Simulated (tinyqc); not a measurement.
Dead time against afterpulsing.

Afterpulse probability pap = pa (Cd Vx/q) exp(-td/tt) Pm, with Pm the trigger probability of a released carrier; largest rate 1/td; each true event gives 1/(1 - pap) counts.

Parameters, values chosen for the exercise: excess bias Vx = 5.8 V; diode capacitance Cd = 54 fF; trapping probability per avalanche carrier pa = 9.9e-8; trap release time tt = 48 ns.

Constants: q = 1.602176634e-19 C. Results are converted to the units shown.

Pm = 0.949

Result of one run:
```
td (ns)	pap (%)	largest rate (1e6/s)	counts per event
67	4.548	14.93	1.048
```

What becomes of these results when the dead time td is changed from 67 to 16 ns, all else the same?

Result of the changed run:
```
td (ns)	pap (%)	largest rate (1e6/s)	counts per event
16	13.16	62.50	1.152
```

The whole series:
```
td (ns)	pap (%)	largest rate (1e6/s)	counts per event
9.6	15.04	104.2	1.177
16	13.16	62.50	1.152
25	10.91	40.00	1.122
41	7.817	24.39	1.085
67	4.548	14.93	1.048
110	1.857	9.091	1.019
180	0.4319	5.556	1.004
290	0.04367	3.448	1.000
```

The afterpulse probability falls from 15.0 to 0.0437 %, a factor of ten for every 111 ns, while the largest rate falls from 104 to 3.45 million a second.

Numbers from tinyqc (`OMP_NUM_THREADS=1 python tinyqc.py 2630029 2630030 out.jsonl`; about 0.01 s on one thread of a shared Intel Xeon 2.30GHz).
